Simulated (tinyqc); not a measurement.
One-dimensional ballistic tunnel FET, two-band WKB: two steps of the calculation.

A p-type source for x < 0 with its Fermi level at 0 and its valence edge at ds; in the channel the bands fall as D exp(-x/lam) towards their flat values, with the conduction edge at Ec = ds - dP and D = dP + Eg. The gate moves dP one to one. The drain Fermi level lies at -Vd and the drain side reflects nothing. For w = E - Ec between 0 and dP an electron crosses the gap. Two-band dispersion with equal masses m: inside the gap kappa = sqrt(m u (1 - u/Eg)/C), u the distance from a band edge, C = hbar^2/(2 m0).

Values chosen for this exercise; band and dielectric values those of a made-up semiconductor:

| symbol | value | unit | meaning |
|---|---|---|---|
| Eg | 1.14 | eV | band gap |
| m | 0.1 | m0 | band-edge mass of the two-band model |
| lam | 3.8 | nm | screening length of the source junction |
| dP | 0.1 | eV | tunnelling window Ev(source) - Ec(channel) |
| w0 | 0.046 | eV | energy above the channel conduction edge |
| nc | 8 |  | cells of the path |

Constants: q = 1.602176634e-19 C, hbar = 1.054571817e-34 J s, m0 = 9.1093837015e-31 kg, hbar^2/(2 m0) = 0.0380998212 eV nm^2. Results are converted to the units shown.

Task 1. The path through the gap by the midpoint rule. At w = w0 the path runs from xa = lam ln(D/(w + Eg)) to xb = lam ln(D/w); u(x) = w + Eg - D exp(-x/lam) is the height above the valence edge. Cut it into nc equal cells: S = 2 (cell width) times the sum of kappa at the centres.

Give: xa; xb; x; u; kappa; S.

Result 1.

xa = 0.1692 nm
xb = 12.52 nm

```
cell  x (nm)  u (eV)  kappa (1/nm)
0       0.94   0.218        0.6803
1       2.48   0.541        0.8638
2       4.03   0.756        0.8173
3       5.57   0.900        0.7054
4       7.12   0.995        0.5757
5       8.66   1.059        0.4444
6      10.20   1.101        0.3129
7      11.75   1.130        0.1641
```

S = 14.09

Task 2. The exponent in closed form. S(w) = 2 lam int_0^Eg kappa(u) du/(w + Eg - u) = 2 pi lam sqrt(m/(C Eg)) [w + Eg/2 - sqrt(w (w + Eg))], T(w) = exp(-S). The common triangular estimate is S = (4/3) lam sqrt(m/C) Eg^1.5/(dP + Eg) for all w.

Give: S(w0); T(w0); triangular S.

Result 2.

S(w0) = 13.855
T(w0) = 9.6151e-7
triangular S = 8.0574

Program tinyqc, `OMP_NUM_THREADS=1 python tinyqc.py 2620168 2620169 out.jsonl`; Intel Xeon 2.30GHz, shared host, one thread, about 0.01 s.
